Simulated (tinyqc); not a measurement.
Inside a calculation. Method: extended Hueckel theory, for H6. One step of it, computed by the program tinyqc.

Problem. Orbitals. Solve H C = S C e through S^(-1/2); fill by pairs from the bottom, a degenerate level sharing its electrons equally; each orbital has its largest coefficient positive (the first on a tie).

H (eV), order 1H 1s, 2H 1s, 3H 1s, 4H 1s, 5H 1s, 6H 1s:
```
[[-13.600000, -13.205013, -3.504128, -1.013154, -0.162331, -0.036000],
 [-13.205013, -13.600000, -9.993765, -3.504128, -0.652347, -0.162331],
 [-3.504128, -9.993765, -13.600000, -13.205013, -3.504128, -1.013154],
 [-1.013154, -3.504128, -13.205013, -13.600000, -9.993765, -3.504128],
 [-0.162331, -0.652347, -3.504128, -9.993765, -13.600000, -13.205013],
 [-0.036000, -0.162331, -1.013154, -3.504128, -13.205013, -13.600000]]
```

overlap S, order 1H 1s, 2H 1s, 3H 1s, 4H 1s, 5H 1s, 6H 1s:
```
[[1.000000, 0.647305, 0.171771, 0.049664, 0.007957, 0.001765],
 [0.647305, 1.000000, 0.489890, 0.171771, 0.031978, 0.007957],
 [0.171771, 0.489890, 1.000000, 0.647305, 0.171771, 0.049664],
 [0.049664, 0.171771, 0.647305, 1.000000, 0.489890, 0.171771],
 [0.007957, 0.031978, 0.171771, 0.489890, 1.000000, 0.647305],
 [0.001765, 0.007957, 0.049664, 0.171771, 0.647305, 1.000000]]
```

valence electrons = 6

Give: orbital energies; occupations; coefficients; sum of one-electron energies.

Solution.

orbital energies (eV): [-17.4583, -16.3879, -14.1784, -5.4221, 4.1951, 19.5851]

occupations: [2.0000, 2.0000, 2.0000, 0.0000, 0.0000, 0.0000]

coefficients, order 1H 1s, 2H 1s, 3H 1s, 4H 1s, 5H 1s, 6H 1s:
```
[[0.1896, 0.3692, 0.4656, 0.6922, -0.8066, 0.5499],
 [0.2676, 0.3788, 0.2140, -0.4679, 1.0143, -0.9622],
 [0.3297, 0.1234, -0.4414, -0.6350, -0.3593, 1.3084],
 [0.3297, -0.1234, -0.4414, 0.6350, -0.3593, -1.3084],
 [0.2676, -0.3788, 0.2140, 0.4679, 1.0143, 0.9622],
 [0.1896, -0.3692, 0.4656, -0.6922, -0.8066, -0.5499]]
```

sum of one-electron energies = -96.0493 eV
